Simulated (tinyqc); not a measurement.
From width change per 1 % of dose back to forward range alpha: electron-beam lithography: double-Gaussian proximity function, edge placement and dose correction for parallel lines. Computed by tinyqc, a small Python program. Command: `OMP_NUM_THREADS=1 python tinyqc.py 3112703 3112704 out.jsonl proximity inv`. One thread of a shared host (Intel(R) Xeon(R) Processor @ 2.30GHz), about 0.01 s of CPU time with the checks.

Lines are infinitely long. Absorbed energy is counted so that the middle of a very large area written at dose 1 receives 1; the resist develops where it exceeds 1/2.

Inputs (values chosen for the exercise, of the order of those for 30 keV electrons in resist on silicon):
```
quantity,value,unit
backscatter ratio eta,0.72,-
base dose D0,690,microcoulomb/cm^2
width of the test line,0.057,micrometre
pattern density around the test line,0.21,-
```

Method. A test line of width w << beta in surroundings of density rho, all at dose d: near its edge E(x) = d [S + eta rho]/(1 + eta), S = [erf((b - x)/alpha) - erf((a - x)/alpha)]/2 for edges a and b, the second term being the background energy. Dose to size d_s = (1 + eta)/(erf(w/alpha) + 2 eta rho), dose = d_s D0; edge slope d [1 - exp(-w^2/alpha^2)]/(sqrt(pi) alpha (1 + eta)); width change per 1 % of dose = 2 x 0.01 x (1/2)/slope.

Task: A run gave the result below. Find the forward range alpha, known to lie between 0.0088 and 0.018 micrometre.

width change per 1 % of dose = 0.2370772 nm

Result:

Each step takes the trial c = (a f_b - b f_a)/(f_b - f_a), f being the result less the target and a, b, c the logarithms of the listed values; c replaces end b, the old b replaces a if the sign of f changed, and otherwise f_a is halved.

Scan of the range:
```
forward range alpha (micrometre),width change per 1 % of dose (nm)
0.00880,0.203143
0.00991,0.228767
0.01120,0.258546
0.01260,0.290864
0.01420,0.327799
0.01600,0.369352
0.01800,0.415536
```

False position (Illinois rule, in the logarithm of the input) inside the bracket:
```
step,end a,end b,trial,width change per 1 % of dose (nm)
1,0.0099100,0.0112000,0.0102543,0.236714
2,0.0112000,0.0102543,0.0102693,0.237062
3,0.0112000,0.0102693,0.0102706,0.237091
4,0.0102693,0.0102706,0.0102700,0.237077
5,0.0102706,0.0102700,0.0102700,0.237077
```

Width change per 1 % of dose rises at every point of a 13-point scan of the range (every second point is shown), so one value fits; it is bracketed by 0.00991 and 0.0112. Answer: forward range alpha = 0.01027 micrometre.
